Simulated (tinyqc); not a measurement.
# Thickness from two neighbouring fringes

Problem. At normal incidence a transparent film with an index between those of air and substrate, taken as constant, has reflectance minima at 2 n1 d = (m + 1/2) lam (small phase shifts at the substrate neglected). Find d and the order m of the shorter wavelength.

Inputs (values chosen for the exercise): index of the transparent film n1 = 2.031.

wavelengths of two neighbouring reflectance minima (nm): 545  617.66667

Answer. Neighbouring orders differ by one: 2 n1 d (1/lam1 - 1/lam2) = 1.

d = 1140 nm
m = 8

Numbers from tinyqc (`OMP_NUM_THREADS=1 python tinyqc.py 2870148 2870149 out.jsonl`; about 0.4 s on one thread of a shared Intel Xeon 2.30GHz).
